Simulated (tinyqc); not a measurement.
Worked calculation: RKS/BP86 in the 6-31g basis, for H-, spin multiplicity 1. The basis has no diffuse functions, so it cannot describe the extra electron: this is an exercise in the method, not the real anion. Computed by tinyqc, a small Python program that keeps every step (integrals from PySCF). Settings: charge = -1, multiplicity = 1, basis = 6-31g, energy threshold = 1e-10, iteration cap = 50, orthogonalisation = canonical, start = Wolfsberg-Helmholz matrix, DIIS depth = 6, DIIS from iteration = 2, method = RKS, functional = b88,p86, grid = [30, 14]. Command: `OMP_NUM_THREADS=1 python tinyqc.py 21064 21065 out.jsonl` (the two numbers bound the seeds that draw the settings). One thread of a shared host (Intel(R) Xeon(R) Processor @ 2.60GHz), about 0.2 s of CPU time with the checks. Later iterations appear only in the table of the cycle.

## One-electron integrals

Geometry (angstrom):

| atom | x | y | z |
|---|---|---|---|
| H | 0.000000 | 0.000000 | 0.000000 |

Basis 6-31g: exponents (1/bohr^2) and contraction coefficients of normalised primitives:

| element | l (shell) | exponent | coefficient |
|---|---|---|---|
| H | s (1) | 18.731137 | 0.033495 |
| H | s (1) | 2.825394 | 0.234727 |
| H | s (1) | 0.640122 | 0.813757 |
| H | s (2) | 0.161278 | 1.000000 |

Overlap, kinetic and nuclear-attraction integrals over the contracted functions; the nuclear repulsion is the sum of Za Zb / Rab.

nuclear repulsion = 0 hartree

overlap S:
```
          1H 1s     1H 2s
1H 1s  1.000000  0.658292
1H 2s  0.658292  1.000000
```

kinetic energy T (hartree):
```
          1H 1s     1H 2s
1H 1s  1.395678  0.259735
1H 2s  0.259735  0.241917
```

nuclear attraction V (hartree):
```
           1H 1s      1H 2s
1H 1s  -1.653231  -0.742311
1H 2s  -0.742311  -0.640851
```

core Hamiltonian H = T + V (hartree):
```
           1H 1s      1H 2s
1H 1s  -0.257552  -0.482576
1H 2s  -0.482576  -0.398935
```

## Two-electron integrals

Functions are numbered as in S; the eight-fold symmetry (ij|kl) = (ji|kl) = (kl|ij) leaves the list below.

Two-electron integrals (ij|kl) in chemists' order, unique and non-zero (hartree):
```
(11|11) 1.076566   (21|11) 0.578470   (21|21) 0.329423   (22|11) 0.587396
(22|21) 0.361304   (22|22) 0.453150
```

## Orthogonalisation

S = U s U^T; canonical form X = U s^(-1/2), so that X^T S X = 1. Each column of U has its largest component positive (the first on a tie).

eigenvalues of S: 0.341708  1.658292

X:
```
               1         2
1H 1s   1.209644  0.549104
1H 2s  -1.209644  0.549104
```

## Starting guess

The start is the generalised Wolfsberg-Helmholz matrix (K = 1.75) built on H; D = 2 C_occ C_occ^T.

D at the start:
```
          1H 1s     1H 2s
1H 1s  0.246576  0.514955
1H 2s  0.514955  1.075442
```

## Iteration 1: exchange-correlation on the grid

Becke grid with 30 radial and 14 angular points per atom, points of zero weight dropped. rho = sum D_ij phi_i phi_j; V_xc,ij = sum w v_xc phi_i phi_j plus the gradient terms; v_xc is d(rho eps)/d rho at fixed gradient.

The 12 grid points with the largest w rho, of 420 (bohr, atomic units):

| x | y | z | w | rho | \|grad rho\|^2 | eps_xc | v_xc |
|---|---|---|---|---|---|---|---|
| -0.892321 | -0.892321 | -0.892321 | 0.599681 | 0.029874 | 0.002835 | -0.289162 | -0.342035 |
| -0.892321 | -0.892321 | 0.892321 | 0.599681 | 0.029874 | 0.002835 | -0.289162 | -0.342035 |
| 0.892321 | -0.892321 | 0.892321 | 0.599681 | 0.029874 | 0.002835 | -0.289162 | -0.342035 |
| 0.892321 | 0.892321 | -0.892321 | 0.599681 | 0.029874 | 0.002835 | -0.289162 | -0.342035 |
| 0.892321 | 0.892321 | 0.892321 | 0.599681 | 0.029874 | 0.002835 | -0.289162 | -0.342035 |
| -0.892321 | 0.892321 | 0.892321 | 0.599681 | 0.029874 | 0.002835 | -0.289162 | -0.342035 |
| -0.892321 | 0.892321 | -0.892321 | 0.599681 | 0.029874 | 0.002835 | -0.289162 | -0.342035 |
| 0.892321 | -0.892321 | -0.892321 | 0.599681 | 0.029874 | 0.002835 | -0.289162 | -0.342035 |
| 0.748108 | 0.748108 | -0.748108 | 0.369960 | 0.046402 | 0.006576 | -0.326622 | -0.394267 |
| 0.748108 | 0.748108 | 0.748108 | 0.369960 | 0.046402 | 0.006576 | -0.326622 | -0.394267 |
| -0.748108 | 0.748108 | 0.748108 | 0.369960 | 0.046402 | 0.006576 | -0.326622 | -0.394267 |
| -0.748108 | 0.748108 | -0.748108 | 0.369960 | 0.046402 | 0.006576 | -0.326622 | -0.394267 |

electrons on the grid, sum of w rho = 2.000000

E_xc = sum of w rho eps_xc = -0.62645880 hartree

V_xc (hartree):
```
           1H 1s      1H 2s
1H 1s  -0.569233  -0.310755
1H 2s  -0.310755  -0.316010
```

## Iteration 1: building the Kohn-Sham matrix

J_ij = sum D_kl (ij|kl); F = H + J + V_xc; E = tr D H + tr D J / 2 + E_xc + E_nn.

Coulomb J (hartree):
```
          1H 1s     1H 2s
1H 1s  1.492938  0.870475
1H 2s  0.870475  1.004285
```

Kohn-Sham matrix F (hartree):
```
          1H 1s     1H 2s
1H 1s  0.666153  0.077143
1H 2s  0.077143  0.289341
```

total energy of this density = -0.44366409 hartree

## Iteration 1: diagonalisation and new density

Diagonalise F' = X^T F X, C = X C', fill 1 alpha and 1 beta electrons from the bottom; D = 2 C_occ C_occ^T. Each column has its largest component positive (the first on a tie).

F' = X^T F X (hartree):
```
          1         2
1  1.172355  0.250286
2  0.250286  0.334615
```

orbital energies (hartree): MO1 0.265535, MO2 1.241435

coefficients C:
```
            MO1        MO2
1H 1s  0.207480   1.312138
1H 2s  0.851146  -1.019953
```

D after iteration 1:
```
          1H 1s     1H 2s
1H 1s  0.086096  0.353191
1H 2s  0.353191  1.448899
```

## Iteration 2: exchange-correlation on the grid

As before.

The 12 grid points with the largest w rho, of 420 (bohr, atomic units):

| x | y | z | w | rho | \|grad rho\|^2 | eps_xc | v_xc |
|---|---|---|---|---|---|---|---|
| 1.056451 | 1.056451 | -1.056451 | 0.955958 | 0.020028 | 0.000945 | -0.255285 | -0.304157 |
| -1.056451 | -1.056451 | -1.056451 | 0.955958 | 0.020028 | 0.000945 | -0.255285 | -0.304157 |
| -1.056451 | -1.056451 | 1.056451 | 0.955958 | 0.020028 | 0.000945 | -0.255285 | -0.304157 |
| -1.056451 | 1.056451 | -1.056451 | 0.955958 | 0.020028 | 0.000945 | -0.255285 | -0.304157 |
| 1.056451 | 1.056451 | 1.056451 | 0.955958 | 0.020028 | 0.000945 | -0.255285 | -0.304157 |
| -1.056451 | 1.056451 | 1.056451 | 0.955958 | 0.020028 | 0.000945 | -0.255285 | -0.304157 |
| 1.056451 | -1.056451 | 1.056451 | 0.955958 | 0.020028 | 0.000945 | -0.255285 | -0.304157 |
| 1.056451 | -1.056451 | -1.056451 | 0.955958 | 0.020028 | 0.000945 | -0.255285 | -0.304157 |
| 0.892321 | 0.892321 | 0.892321 | 0.599681 | 0.030641 | 0.001988 | -0.286561 | -0.349076 |
| -0.892321 | -0.892321 | -0.892321 | 0.599681 | 0.030641 | 0.001988 | -0.286561 | -0.349076 |
| -0.892321 | 0.892321 | 0.892321 | 0.599681 | 0.030641 | 0.001988 | -0.286561 | -0.349076 |
| 0.892321 | -0.892321 | 0.892321 | 0.599681 | 0.030641 | 0.001988 | -0.286561 | -0.349076 |

electrons on the grid, sum of w rho = 2.000000

E_xc = sum of w rho eps_xc = -0.55910281 hartree

V_xc (hartree):
```
           1H 1s      1H 2s
1H 1s  -0.521857  -0.295119
1H 2s  -0.295119  -0.318161
```

## Iteration 2: building the Kohn-Sham matrix

As before.

Coulomb J (hartree):
```
          1H 1s     1H 2s
1H 1s  1.352386  0.805995
1H 2s  0.805995  0.962360
```

Kohn-Sham matrix F (hartree):
```
          1H 1s     1H 2s
1H 1s  0.572976  0.028300
1H 2s  0.028300  0.245264
```

total energy of this density = -0.46010774 hartree

## Iteration 2: diagonalisation and new density

As before.

F' = X^T F X (hartree):
```
          1         2
1  1.114460  0.217673
2  0.217673  0.263777
```

orbital energies (hartree): MO1 0.211315, MO2 1.166923

coefficients C:
```
            MO1        MO2
1H 1s  0.250390   1.304629
1H 2s  0.817247  -1.047311
```

D after iteration 2:
```
          1H 1s     1H 2s
1H 1s  0.125390  0.409260
1H 2s  0.409260  1.335784
```

## Iteration 10 (converged): orbitals

converged F (hartree):
```
          1H 1s     1H 2s
1H 1s  0.593051  0.039065
1H 2s  0.039065  0.255155
```

As before.

F' = X^T F X (hartree):
```
          1         2
1  1.126804  0.224437
2  0.224437  0.279304
```

orbital energies (hartree): MO1 0.223537, MO2 1.182570

coefficients C:
```
            MO1        MO2
1H 1s  0.241206   1.306359
1H 2s  0.824594  -1.041536
```

D after iteration 10:
```
          1H 1s     1H 2s
1H 1s  0.116360  0.397794
1H 2s  0.397794  1.359911
```

## Convergence

Stop when the energy changes by less than 1e-10 hartree and every element of the error matrix X^T (F D S - S D F) X is below 3e-06.

Course of the cycle:

| iteration | E (hartree) | change | largest element of the error matrix |
|---|---|---|---|
| 1 | -0.44366409 | - | 2.14e-01 |
| 2 | -0.46010774 | -1.64e-02 | 6.26e-02 |
| 3 | -0.46160500 | -1.50e-03 | 1.73e-02 |
| 4 | -0.46172691 | -1.22e-04 | 1.15e-04 |
| 5 | -0.46172691 | -3.44e-09 | 6.90e-05 |
| 6 | -0.46172691 | -9.50e-10 | 4.93e-05 |
| 7 | -0.46172691 | -3.91e-10 | 3.83e-05 |
| 8 | -0.46172691 | -1.98e-10 | 3.13e-05 |
| 9 | -0.46172691 | -3.98e-10 | 1.06e-07 |
| 10 | -0.46172691 | -4.33e-15 | 2.25e-10 |

PySCF RKS in the same basis, fine grid = -0.46172718 hartree

Converged in 10 iterations.

## Populations

Mulliken: Z minus the diagonal of D S on the atom; Loewdin: the same with S^(1/2) D S^(1/2).

Charges (e):

| atom | Mulliken | Loewdin |
|---|---|---|
| 1H | -1.000000 | -1.000000 |
